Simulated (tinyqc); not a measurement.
Electroplating on a thin resistive seed layer: kinetics, Wagner number and the terminal effect across a wafer: one step, computed by the program tinyqc. Command: `OMP_NUM_THREADS=1 python tinyqc.py 3120648 3120649 out.jsonl terminal walk`. One thread of a shared host (Intel(R) Xeon(R) Processor @ 2.30GHz), about 0.02 s of CPU time with the checks.

Current enters the seed at the rim. The bath is treated as a local resistance per area (no lateral flow in the liquid), two electrons per ion, molar volume 7.11 cm^3/mol, Faraday constant F = e N_A, kinematic viscosity 0.01 cm^2/s, omega = 2 pi x rpm/60; k_B T/e is in volts.

Question. Linear estimate of the terminal effect. Linearised: with R_t = kinetic + bath resistance the current density obeys (1/r)(r i')' = i R_s/R_t, so i = A I_0(r/l), l = sqrt(R_t/R_s); with x = R/l, edge/centre = I_0(x) and edge/mean = x I_0(x)/(2 I_1(x)). Voltage drop in the seed for a uniform current: i R_s R^2/4.

Inputs (values chosen for the exercise, of the order of those for copper plating from an acid sulfate bath): wafer radius R = 15 cm; mean current density = 16 mA/cm^2; temperature T = 298 K.

kinetic resistance = 1.910688 ohm cm^2

bath resistance R_b = 35.26316 ohm cm^2

sheet resistance R_s = 2.020202 ohm/square

Give: length l; x = R/l; edge over centre, linear; edge over mean, linear; drop for uniform current.

Answer.

length l = 4.290 cm

x = R/l = 3.497

edge over centre, linear = 7.358

edge over mean, linear = 2.079

drop for uniform current = 1818 mV
